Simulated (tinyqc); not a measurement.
Deformation-potential model of the Delta valleys of a conduction band: one step. Piezoresistance from repopulation.

Constants: kB = 8.617333262e-05 eV/K.

Parameters, chosen for this exercise (near those of Si; not measured data): ml = 0.9 m0 (longitudinal mass); mt = 0.183 m0 (transverse mass); Xu = 8.93 eV (uniaxial potential); T = 300 K (temperature).

s11, s12, s44 (1/TPa): 7.893902  -2.227556  12.755102

Problem. For small stress d(rho)/rho = pi X. For valleys on the cube axes pi11 = -(2/3) Xu (s11 - s12)/kT x (K - 1)/(2K + 1), pi12 = -pi11/2, pi44 = 0, K = ml/mt. For stress along [110]: pi_l = (pi11 + pi12 + pi44)/2 with the current along it and pi_t = (pi11 + pi12 - pi44)/2 with the current along [1-10]. 1/GPa = 100 x 1e-11/Pa.

Give: K; pi11, pi12, pi44; pi_l, pi_t for [110].

Solution.

K = 4.918

pi11, pi12, pi44 (1e-11/Pa): -84.3  42.1  0.0

pi_l, pi_t for [110] (1e-11/Pa): -21.1  -21.1

Only the transfer between valleys is counted; changes of mass and of intervalley scattering add to it in a real crystal.

Run: tinyqc, `OMP_NUM_THREADS=1 python tinyqc.py 1081336 1081337 out.jsonl`; Intel(R) Xeon(R) Processor @ 2.30GHz, one thread, shared host; about 0.03 s of CPU time with all checks.
